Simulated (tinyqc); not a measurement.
One level coupled to a phonon between two leads, self-consistent Born approximation: current against bias.

Wide-band leads with mu_L = +V/2 and mu_R = -V/2; phonons in equilibrium, Nq = 1/(exp(w0/kB T) - 1). Scattering links only energies that differ by w0, so a ladder E_k = E1 + k w0 closes on itself; terms that reach past its ends are dropped. Gn and Gp are the electron and hole parts of the spectral function A = Gn + Gp.

|G|^2 = 1/[(E - ed)^2 + (GL + GR + Sin + Sout)^2/4], Gn = |G|^2 (GL fL + GR fR + Sin), Gp = |G|^2 (GL (1 - fL) + GR (1 - fR) + Sout), f = 1/(1 + exp((E - mu)/kB T)). Sin(E) = M^2 [(Nq + 1) Gn(E + w0) + Nq Gn(E - w0)], Sout(E) = M^2 [(Nq + 1) Gp(E - w0) + Nq Gp(E + w0)]. Spectral currents into the level: iL = GL [fL Gp - (1 - fL) Gn], iR = GR [fR Gp - (1 - fR) Gn]. Here E - ed is replaced by E - ed - R(E), with the real part R(E) = (1/2 pi) P int [Sin + Sout](y) dy/(E - y). The total for one spin is I = (q/h) times the integral of iL over all E (all ladders, each long enough that its ends do not matter); the power given to phonons is (1/h) times the integral of E (iL + iR).

Parameters, values chosen for the exercise:
- T = 77 K (temperature of leads and phonons)
- w0 = 80 meV (phonon energy)
- ed = 51 meV (level)
- GL = 63 meV (coupling to the left lead)
- GR = 35 meV (coupling to the right lead)
- M = 19 meV (electron-phonon matrix element)

Constants: q = 1.602176634e-19 C, kB = 1.380649e-23 J/K, h = 6.62607015e-34 J s, Vt = kB T/q. Results are converted to the units shown.

Current against bias:
```
V (mV)  I (uA)  I without phonons (uA)  ratio of the two  power to phonons (nW)  share of I V (%)
32      0.5805                  0.5694             1.019               0.003053           0.01643
88       1.667                   1.664             1.002                 0.9915            0.6758
144      2.725                   2.750            0.9908                  5.394             1.375
200      3.492                   3.532            0.9887                  9.820             1.406
256      3.972                   4.007            0.9912                  13.73             1.351
312      4.278                   4.302            0.9946                  16.43             1.231
368      4.484                   4.498            0.9969                  17.78             1.077
424      4.629                   4.637            0.9982                  18.37            0.9358
480      4.736                   4.742            0.9988                  18.63            0.8196
```

What does the comparison show?

I rises from 0.580 to 4.74 uA; its ratio to the current without phonons goes from 1.02 through a minimum of 0.989 (at V = 200 mV among the rows listed) to 0.999, and the share of I V given to phonons goes from 0.0164 through a maximum of 1.41 (at V = 200 mV among the rows listed) to 0.820 %. Emission at zero temperature needs V above w0 = 80 mV; the rest of I V is released in the leads.

Range of the model: The self-consistent Born approximation keeps only non-crossing phonon lines and no Hartree shift; it is rough once the coupling nears the phonon energy.

Computed by the program tinyqc: `OMP_NUM_THREADS=1 python tinyqc.py 2720111 2720112 out.jsonl`, one thread of a shared Intel Xeon 2.30GHz, about 0.2 s for the whole run.
